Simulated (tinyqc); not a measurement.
RHF in the sto-3g basis, for H6, spin multiplicity 1, step by step. One step of it, computed by the program tinyqc.

Problem. Iteration 3: DIIS coefficients. Solve [B -1; -1 0][c; lambda] = [0; -1] for the coefficients, which sum to one.

B (overlaps of the stored error matrices):
```
               1              2              3
1  8.3150589e-02  1.1322466e-01  1.9905706e-01
2  1.1322466e-01  1.9251954e-01  3.3349610e-01
3  1.9905706e-01  3.3349610e-01  7.2594213e-01
```

Give: DIIS coefficients.

Solution.

DIIS coefficients: 1.3031  -0.0282  -0.2749
